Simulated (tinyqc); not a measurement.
# Sub-threshold conduction and electro-thermal threshold of an amorphous chalcogenide: effects of single changes

Trap-limited conduction: I = I0 exp(-Ea/kB T) sinh(q V dz/(2 ua kB T)), I0 = 2 q A Nt dz/ta. One lumped temperature T = T0 + Rt I V. The threshold is the largest V for which a steady state exists on the low-current branch.

Values chosen for this exercise; values of the order of Ge-Sb-Te and related chalcogenides:
```
symbol   value   unit                 meaning
T0         300      K     ambient temperature
A         2600   nm^2           cross-section
ua          22     nm     amorphous thickness
dz         7.7     nm  distance between traps
Ea        0.29     eV       activation energy
Nt      9.4e18  cm^-3            trap density
ta       1e-15      s            attempt time
Rt         2.4   K/uW      thermal resistance
```

Constants: q = 1.602176634e-19 C, kB = 1.380649e-23 J/K. Results are converted to the units shown.

Each table varies one quantity; the others keep the values above.

## Threshold against amorphous thickness

The threshold is the first local maximum over T of the V that solves Rt I(V, T) V = T - T0. Rt is held fixed.

Threshold against amorphous thickness:

| ua (nm) | Vth (V) | T - T0 (K) | Ith (uA) | field (MV/cm) |
|---|---|---|---|---|
| 18 | 0.4448 | 56.23 | 52.67 | 0.2471 |
| 24 | 0.5521 | 53.64 | 40.49 | 0.2300 |
| 30 | 0.6512 | 51.85 | 33.17 | 0.2171 |
| 36 | 0.7441 | 50.51 | 28.28 | 0.2067 |
| 42 | 0.8319 | 49.46 | 24.77 | 0.1981 |
| 48 | 0.9153 | 48.60 | 22.12 | 0.1907 |
| 54 | 0.9951 | 47.89 | 20.05 | 0.1843 |
| 60 | 1.072 | 47.28 | 18.38 | 0.1786 |

What does the comparison show?

Vth rises from 0.445 to 1.07 V, as ua^(0.73), and the threshold field falls from 0.247 to 0.179 MV/cm; Ith falls from 52.7 to 18.4 uA. A power of 1 would mean a fixed threshold field.

## Threshold against ambient temperature

Same model as above.

Threshold against ambient temperature:

| T0 (K) | Vth (V) | T - T0 (K) | Ith (uA) | field (MV/cm) |
|---|---|---|---|---|
| 230 | 0.7064 | 36.90 | 21.76 | 0.3211 |
| 260 | 0.6202 | 43.86 | 29.47 | 0.2819 |
| 300 | 0.5173 | 54.39 | 43.81 | 0.2352 |
| 330 | 0.4500 | 63.68 | 58.97 | 0.2045 |
| 360 | 0.3916 | 74.77 | 79.56 | 0.1780 |
| 400 | 0.3283 | 93.62 | 118.8 | 0.1492 |

Vth falls from 0.706 to 0.328 V, on average -2.22 mV/K, and the rise at threshold rises from 36.9 to 93.6 K: a warmer layer conducts more and needs less field to reach runaway.

Range of the model: Purely electronic switching mechanisms, filaments and series resistance are left out.

Program tinyqc, `OMP_NUM_THREADS=1 python tinyqc.py 2490055 2490056 out.jsonl`; Intel Xeon 2.30GHz, shared host, one thread, about 0.01 s.
